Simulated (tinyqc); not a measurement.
Inside a calculation: pi bands of a honeycomb layer in tight binding. Values are carried at full precision from step to step, so a last printed digit may differ when a step is redone from the rounded ones.

Lattice vectors a (1,0) and a (1/2, sqrt3/2); f = exp(i ky a/sqrt3) + 2 cos(kx a/2) exp(-i ky a/(2 sqrt3)), w = |f|. H = [[D - t2 F, -t f], [., -D - t2 F]] with F = w^2 - 3, S = [[1, s0 f], [., 1]]; the levels solve det(H - E S) = 0. K = (4 pi/3a, 0), M = (pi/a, pi/(sqrt3 a)); w = 3, 1, 0 at Gamma, M, K.

Constants: hbar = 6.58211957e-16 eV s.

Values chosen for the exercise (of the size used for graphene; shifted at random, so the results belong to these values and not to a real crystal): a = 2.46 angstrom (lattice constant); t = 3.02 eV (nearest hopping); t2 = 0 eV (second-neighbour hopping); s0 = 0.087 (overlap of neighbours); D = 0 eV (+D on A, -D on B); k = (0.34, 0.83) 1/angstrom (wave vector).

## H and S at one k

Form f, w, F and the two matrices.

f = 1.90126-0.09178i
w = 1.90347
F = 0.62321

H (eV), rows A, B and columns alike:
```
[[0, -5.7418+0.2772i],
 [-5.7418-0.2772i, 0]]
```

S, rows A, B and columns alike:
```
[[1.00000, 0.16541-0.00799i],
 [0.16541+0.00799i, 1.00000]]
```

## The secular equation

det(H - E S) = 0 reads (e - E)^2 - D^2 - (t + s0 E)^2 w^2 = 0 with e = -t2 (w^2 - 3), that is c2 E^2 + 2 c1 E + c0 = 0 with c2 = 1 - s0^2 w^2, c1 = -(e + t s0 w^2), c0 = e^2 - D^2 - t^2 w^2.

c2, c1, c0: [0.9726, -0.9520, -33.0451]

levels (eV): [-4.9318, 6.8894]

## Levels at Gamma, M and K

Solve the quadratic (e - E)^2 - D^2 - (t + s0 E)^2 w^2 = 0 with e = -t2 (w^2 - 3), for w = 3, 1, 0.

Levels (eV):
```
point  w    lower    upper  difference
Gamma  3  -7.1848  12.2598     19.4446
M      1  -2.7783   3.3078      6.0861
K      0   0.0000   0.0000      0.0000
```

Measured from the middle of the levels at K (0.000 eV), the upper band reaches 12.260 eV and the lower -7.185 eV at Gamma: the upper band is the wider; overlap stretches the upper band and positive t2 the lower. The saddle points at M give the absorption peak at 6.086 eV in this one-electron picture.

## Near K

w = (sqrt3/2) a q to first order in the distance q from K. Effective hopping t* = t + 3 t2 s0, hbar v = (sqrt3/2) a t*, v in m/s = hbar v x 1e-10/hbar.

hbar v = 6.4339 eV angstrom
v = 9.775e+05 m/s

## Checks

- Roots of the quadratic against the generalised eigenproblem: they agree to 1e-10 or better.

tinyqc: `OMP_NUM_THREADS=1 python tinyqc.py 1482357 1482358 out.jsonl`; about 0.01 s, one thread, shared Intel(R) Xeon(R) Processor @ 2.30GHz.
